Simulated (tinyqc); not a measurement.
Memristor with linear dopant drift: two steps of the calculation.

A film of thickness D has a doped share x: R = Ron x + Roff (1 - x), i = v/R, dx/dt = k i F with k = mv Ron/D^2 and F = 1 (no window). The drive is v = V0 sin(2 pi f t). The model has no threshold and no heating.

Inputs (values chosen for the exercise):
- Ron = 50 ohm (resistance of the fully doped film)
- Roff = 40000 ohm (resistance of the undoped film)
- D = 5 nm (film thickness)
- mv = 1.9e-14 m^2/(V s) (dopant mobility)
- x0 = 0.36 (doped share at t = 0)
- V0 = 1 V (amplitude)
- f = 3.5 Hz (frequency)

Task 1. Rate constant, charge and flux scales. k = mv Ron/D^2; R0 = R(x0); without a window the film fills (x = 1) after the charge (1 - x0)/k and the flux (R0^2 - Ron^2)/(2 k (Roff - Ron)); half a period supplies the flux V0/(pi f).

Give: k; R0; charge to fill; flux to fill; flux of half a period.

Result 1.

k = 38000 1/C
R0 = 25618 ohm
charge to fill = 16.842 uC
flux to fill = 0.21615 V s
flux of half a period = 0.090946 V s

Half a period supplies 42.1 % of the flux to fill.

Task 2. One Runge-Kutta step. Step h = 1/(12 f), from t = j h. With g(t, x) = dx/dt: k1 = g(t, x), k2 = g(t + h/2, x + h k1/2), k3 = g(t + h/2, x + h k2/2), k4 = g(t + h, x + h k3), x(new) = x + h (k1 + 2 k2 + 2 k3 + k4)/6.

x at step 2 = 0.39466387
j = 2

Wanted: k1..k4; x at step 3.

Result 2.

k1..k4 (1/s): [1.358, 1.556, 1.562, 1.671]
x at step 3 = 0.4314

Numbers from tinyqc (`OMP_NUM_THREADS=1 python tinyqc.py 2880130 2880131 out.jsonl`; about 0.2 s on one thread of a shared Intel Xeon 2.30GHz).
